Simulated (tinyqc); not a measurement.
Gupta-type many-body potential for a metal. From one set of inputs to another, one input at a time. Computed by tinyqc, a small Python program. Command: `OMP_NUM_THREADS=1 python tinyqc.py 3014560 3014561 out.jsonl gupta ladder`. One thread of a shared host (Intel(R) Xeon(R) Processor @ 2.30GHz), about 0.02 s of CPU time with the checks.

E_i = sum_j A exp(-p (r_ij/r0 - 1)) - xi rho_i^gamma, with rho_i = sum_j exp(-2 q (r_ij/r0 - 1)); gamma = 1/2 is the tight-binding second-moment form. The crystal is fcc unless stated; d is the neighbour distance and a fixed number of shells is kept.

The inputs printed are set A. Set A is modelled on copper; the values taken over come from a set modelled on gold. Inputs not listed in the table keep their values of set A, so the rows need not describe a real material.

Inputs (values chosen for the exercise, modelled on copper):

| quantity | value | unit |
|---|---|---|
| repulsion A | 0.089 | eV |
| hopping xi | 1.27 | eV |
| decay p | 11 | - |
| decay q | 2.27 | - |
| reference distance r0 | 2.556 | angstrom |
| shells kept | 2 | - |
| embedding exponent gamma | 0.5 | - |

Surface: (100).

Constants: 1 eV/angstrom^3 = 160.2176634 GPa; 1 eV/angstrom^2 = 16.02176634 J/m^2.

Method:
- fcc shells: d sqrt(k), k = 1..5, with 12, 6, 24, 12, 24 atoms; Omega = d^3/sqrt2.
- Equilibrium: dE/dd = 0; B = d^2 E''(d)/(9 Omega).
- Repulsion and density of one neighbour in each shell, and their sums.
- Each neighbour j of the vacancy loses one repulsive term and one density term: E_v = sum_shells count x {-repulsion - xi [(rho - density)^gamma - rho^gamma]}. (The removed atom returns to a bulk-like site, so its own energy cancels.)
- Cut the crystal without relaxation; an atom in layer l keeps the neighbours that lie below the surface plane. Excess = E_i + E_c. Surface energy = sum of excesses over the layers, divided by the area per surface atom: (sqrt3/2) d^2 for (111), d^2 for (100), sqrt2 d^2 for (110).

Each row keeps all changes above it:

| input moved | from | to | bulk modulus B (GPa) | vacancy energy E_v (eV) | surface energy (J/m^2) |
|---|---|---|---|---|---|
| set A | - | - | 133.5 | 1.321 | 1.186 |
| hopping xi (eV) | 1.27 | 1.83 | 222.0 | 2.097 | 2.050 |
| repulsion A (eV) | 0.089 | 0.202 | 161.4 | 1.687 | 1.370 |
| decay p | 11 | 9.96 | 144.0 | 1.577 | 1.301 |
| decay q | 2.27 | 4.13 | 251.7 | 0.641 | 0.763 |
| reference distance r0 (angstrom) | 2.556 | 2.884 | 175.2 | 0.641 | 0.599 |

Bulk modulus B goes from 133 to 175, a factor 1.31 in all. The largest single move comes from decay q (a factor 1.75), and reference distance r0 works against it (a factor 0.696). Vacancy energy E_v goes from 1.32 to 0.641, a factor 0.485 in all. The largest single move comes from decay q (a factor 0.406), and hopping xi works against it (a factor 1.59). Surface energy goes from 1.19 to 0.599, a factor 0.505 in all. The largest single move comes from hopping xi (a factor 1.73), but it runs against the net change; the largest move in the direction of the net change is decay q (a factor 0.586). The single moves hold for this order of the switches; the total does not depend on the order.

Extremes, crossings and ranges named in words are read from the listed rows.
